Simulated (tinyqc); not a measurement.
The choice of windows: ionisation potential and affinity of a slab from the planar-averaged potential.

A model of the planar-averaged electrostatic energy of an electron in a periodic cell of N1 periods of A (L1 = N1 n1 h) and N2 periods of vacuum (L2 = N2 n2 h), on z_j = j h: V(z) = f VA + (1 - f) VB + F t(z), VA = V1[0] + V1[1] cos(2 pi z/(n1 h)) + V1[2] cos(4 pi z/(n1 h)), VB the same with V2, n2 and z - L1. f = [tanh(z/w) - tanh((z - L1)/w) + tanh((z - L1 - L2)/w)]/2 + 1/2; t(z) = z - L1/2 in A and (L1/L2)(L1 + L2/2 - z) beyond, so that the cell is periodic.

Running mean over n points, periodic: for odd n the plain mean of the n points centred on j; for even n the n + 1 points with half weight at both ends. The macroscopic average applies the mean over n1 points and then over n2 points.

Parameters, chosen for this exercise (gap near that of Si; the results hold for these values, not for the real material):
- h = 0.25 angstrom (grid step)
- n1 = 5 (grid points per period of A)
- n2 = 5 (grid points per period of the vacuum filter)
- N1 = 4 (periods of A)
- N2 = 4 (periods of vacuum)
- V1 = (-4.8, 4.16, 0.46) eV (mean and two harmonics of the potential in A)
- V2 = (0, 0, 0) eV (the same in vacuum)
- w = 0.39 angstrom (width of the interfaces)
- F = -0.002 eV/angstrom (slope in A from opposite charges on the two interfaces)

dV read at j = 10 and 30 after means over the numbers of points listed; ripple is the spread over the five points around each.

Results:

| windows | dV (eV) | ripple in A (meV) | ripple in vacuum (meV) |
|---|---|---|---|
| none | 0.180 | 7844 | 2 |
| 5 only | 4.800 | 2 | 2 |
| 6 only | 5.337 | 1000 | 2 |
| 6, 6 | 4.722 | 129 | 11 |
| 5, 5 | 4.799 | 2 | 2 |

Which rows can be used, and how does a wrong window show?

The last row matches both periods and lies -1 meV from the value of a thick cell, V2[0] - V1[0] = 4.800 eV. Against it the raw potential errs by -4.62 eV. Within 20 meV of it lie: 5 only. A window one point too long leaves a ripple of 1000 meV in A, against 2 meV in the last row: the ripple is the sign to look for. Rows to use, with under 30 meV of ripple in both regions once the tilt is taken off: 5 only and 5, 5. A row with a large ripple can hit the right value only by chance.

(tinyqc, `OMP_NUM_THREADS=1 python tinyqc.py 1880864 1880865 out.jsonl`, Intel(R) Xeon(R) Processor @ 2.30GHz, 1 thread, shared host, about 0.01 s.)
